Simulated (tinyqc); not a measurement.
Worked calculation: geometry optimisation on the RHF/3-21g surface (energies and gradients from PySCF), for H2, spin multiplicity 1. One step of it, computed by the program tinyqc.

Problem. Step 2: move. Quasi-Newton step p = -H^(-1) g (the inverse Hessian comes from BFGS updates; coordinates in the order x, y, z of each atom); steps longer than 0.3 bohr are cut back.

positions after step 1 (bohr):
```
           x         y          z
1H  0.000000  0.000000  -0.134976
2H  0.000000  0.000000   1.438887
```

gradient (hartree/bohr):
```
             x           y            z
1H  0.00000000  0.00000000  -0.05700416
2H  0.00000000  0.00000000   0.05700416
```

inverse Hessian in use (bohr^2/hartree), lower triangle:
```
          1         2         3         4         5         6
1  3.333333
2  0.000000  3.333333
3  0.000000  0.000000  2.358874
4  0.000000  0.000000  0.000000  3.333333
5  0.000000  0.000000  0.000000  0.000000  3.333333
6  0.000000  0.000000  0.974459  0.000000  0.000000  2.358874
```

Give: positions after step 2.

Solution.

positions after step 2 (bohr):
```
         x       y        z
1H  0.0000  0.0000  -0.0561
2H  0.0000  0.0000   1.3600
```
